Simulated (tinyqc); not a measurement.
Contact resistivity and sheet resistance from two contact lengths.

Problem. Rc = [sqrt(rc Rsh)/Wc] coth(Lc/(2 LT)), LT = sqrt(rc/Rsh), Wc = 30 nm; the second contact is twice as long as the first. Find LT, rc and Rsh.

Rc for Lc = 38 and 76 nm (ohm): 330.430766  186.399851

Answer. With t = tanh(Lc/(2 LT)) for the shorter contact, the resistance of the longer over that of the shorter is (1 + t^2)/2. Then sqrt(rc Rsh) = Rc t Wc, and rc and Rsh follow by multiplying and dividing by LT.

LT = 50.7 nm
rc = 1.80e-9 ohm cm^2
Rsh = 70.0 ohm

Computed by the program tinyqc: `OMP_NUM_THREADS=1 python tinyqc.py 2170093 2170094 out.jsonl`, one thread of a shared Intel Xeon 2.30GHz, about 0.06 s for the whole run.
